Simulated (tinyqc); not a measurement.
Schottky diode by thermionic emission with image-force lowering and series resistance: one step of the calculation.

Metal on an n-type semiconductor with one parabolic valley; V > 0 is forward bias (metal positive). I = I0 [exp(Vj/(n Vt)) - 1] with Vj = V - I Rs; I0 = S A* T^2 exp(-(phi - dphi)/Vt), the lowering dphi taken at zero bias.

Task. Current and small-signal resistance. I = I0 [exp(Vj/(n Vt)) - 1], dV/dI = Rs + n Vt/(I + I0).

Inputs (values chosen for the exercise); band and dielectric values close to those of silicon:
```
symbol  value  unit            meaning
T         200     K        temperature
n         1.1          ideality factor
Rs        2.1   ohm  series resistance
```

Constants: q = 1.602176634e-19 C, kB = 1.380649e-23 J/K, Vt = kB T/q. Results are converted to the units shown.

I0 = 1.4360991e-16 A
converged Vj = 0.63482076 V

Wanted: I; drop over Rs; dV/dI.

Result.

I = 50.09 mA
drop over Rs = 0.1052 V
dV/dI = 2.479 ohm

Range of the model: One isotropic valley is assumed; bands with several valleys have a larger Richardson constant and Nc.

Numbers from tinyqc (`OMP_NUM_THREADS=1 python tinyqc.py 2640139 2640140 out.jsonl`; about 0.01 s on one thread of a shared Intel Xeon 2.30GHz).
